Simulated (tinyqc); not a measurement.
Position of the support ring: thermal and gravitational stress in a wafer during furnace and rapid thermal processing, and the onset of slip. Computed by tinyqc, a small Python program. Command: `OMP_NUM_THREADS=1 python tinyqc.py 3019193 3019194 out.jsonl slip walk`. One thread of a shared host (Intel(R) Xeon(R) Processor @ 2.30GHz), about 0.01 s of CPU time with the checks.

A thin free disc in plane stress, isotropic; T(r) = T_centre + dT (r/R)^n. Stress is positive in tension; sigma_SB = 5.670374419e-8 W/(m^2 K^4), g = 9.80665 m/s^2.

Inputs (values chosen for the exercise, modelled on silicon): wafer radius R = 150 mm; thickness t = 775 micrometre; Poisson ratio nu = 0.2; density rho = 2330 kg/m^3.

Method. Own weight q = rho g t on a ring of radius b R, x = r/R: moments of an edge-supported plate, M_r = q R^2 (3 + nu)(1 - x^2)/16 and M_t = q R^2 [(3 + nu) - (1 + 3 nu) x^2]/16, less the uniform moment inside the ring load, q R^2 [(1 - nu)(1 - b^2) - 2 (1 + nu) ln b]/8; stress at the lower face = 6 M/t^2.

Stress at the lower face (MPa):
```
b       centre  radial at ring  hoop at ring  largest in size
0.40  -0.63241        -0.75978      -0.69609          0.75978
0.50  -0.33014        -0.52915      -0.42964          0.52915
0.60  -0.06865        -0.35523      -0.21194          0.35523
0.65   0.05180        -0.28453      -0.11636          0.28453
0.70   0.16716        -0.22290      -0.02787          0.22290
0.75   0.27840        -0.16938       0.05451          0.27840
0.80   0.38631        -0.12316       0.13157          0.38631
0.90   0.59461        -0.05018       0.27222          0.59461
1.00   0.79605         0.00000       0.39802          0.79605
```

What does the comparison show, and why?

Among these rows the largest stress is least, 0.223 MPa, for a ring at 0.7 R, 3.6 times below edge support: the overhang balances the sag of the centre. All values scale as R^2/t.

Extremes, crossings and ranges named in words are read from the listed rows.
